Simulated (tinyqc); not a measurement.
Lossy package transmission line with skin effect: line properties against frequency.

A uniform line in a homogeneous dielectric: c = sqrt(er)/(c0 Z0), l = Z0 sqrt(er)/c0 (c0 = 299792458 m/s), g = w c td, w = 2 pi f. The resistance joins its limits as r = sqrt(r_dc^2 + r_hf^2), with r_dc = rho/(wd th), r_hf = kr rho/(2 delta (wd + th)), delta = sqrt(rho/(pi f mu0)), mu0 = 4 pi 1e-7 H/m; this is an interpolation, and internal inductance, up to 0.05 nH/mm at low frequency, is neglected.

gamma = sqrt((r + i w l)(g + i w c)) = alpha + i beta, Zc = sqrt((r + i w l)/(g + i w c)), roots with positive real part; loss 8.685889638 alpha in dB; phase velocity w/beta. ZL = 1/(1/RL + i w CL); reflection (ZL - Zc)/(ZL + Zc); Zin = Zc (ZL + Zc tanh(gamma len))/(Zc + ZL tanh(gamma len)); H = V_load/V_source = [Zin/(Zin + Rg)]/[cosh(gamma len) + (Zc/ZL) sinh(gamma len)].

Inputs (values chosen for the exercise): width of the strip wd = 24 um; thickness of the strip th = 17 um; resistivity rho = 2.9 uohm cm; relative permittivity er = 3; loss tangent td = 0; lossless impedance sqrt(l/c) Z0 = 45 ohm; factor for crowding and the return path kr = 2; length len = 2 mm; source resistance Rg = 100 ohm; load resistance RL = 1e5 ohm; load capacitance CL = 100 fF.

Line properties against frequency:

| f (GHz) | r (ohm/mm) | r/(w l) | loss (dB/mm) | \|Zc\| (ohm) | phase velocity over c0 | length in wavelengths | \|H\| (dB) |
|---|---|---|---|---|---|---|---|
| 0.01 | 0.07572 | 4.635 | 0.004313 | 97.99 | 0.3407 | 1.958e-4 | -0.008712 |
| 0.03 | 0.08423 | 1.719 | 0.006650 | 63.46 | 0.4723 | 4.237e-4 | -0.008856 |
| 0.09 | 0.1057 | 0.7193 | 0.009661 | 49.94 | 0.5465 | 0.001099 | -0.01014 |
| 0.3 | 0.1596 | 0.3257 | 0.01521 | 46.15 | 0.5700 | 0.003511 | -0.02468 |
| 0.8 | 0.2440 | 0.1867 | 0.02345 | 45.39 | 0.5749 | 0.009284 | -0.1211 |
| 2 | 0.3759 | 0.1150 | 0.03621 | 45.15 | 0.5764 | 0.02315 | -0.6638 |
| 7 | 0.6941 | 0.06070 | 0.06696 | 45.04 | 0.5771 | 0.08092 | -4.445 |
| 20 | 1.169 | 0.03579 | 0.1128 | 45.01 | 0.5773 | 0.2311 | -7.771 |
| 60 | 2.023 | 0.02064 | 0.1952 | 45.00 | 0.5773 | 0.6933 | -11.49 |

Read the table: what changes, and by how much?

r equals w l at 0.0581 GHz: below it |Zc| and the delay grow as in an RC line, above it |Zc| tends to Z0 = 45 ohm and the velocity to 1/sqrt(er) = 0.577 c0. The loss goes as f^(0.39) between the first two rows and f^(0.50) between the last two. |H| is -0.00871 dB in the first row and -11.5 dB in the last; between rows it can pass through resonances that the table doesn't show.

Numbers from tinyqc (`OMP_NUM_THREADS=1 python tinyqc.py 2810205 2810206 out.jsonl`; about 0.01 s on one thread of a shared Intel Xeon 2.30GHz).
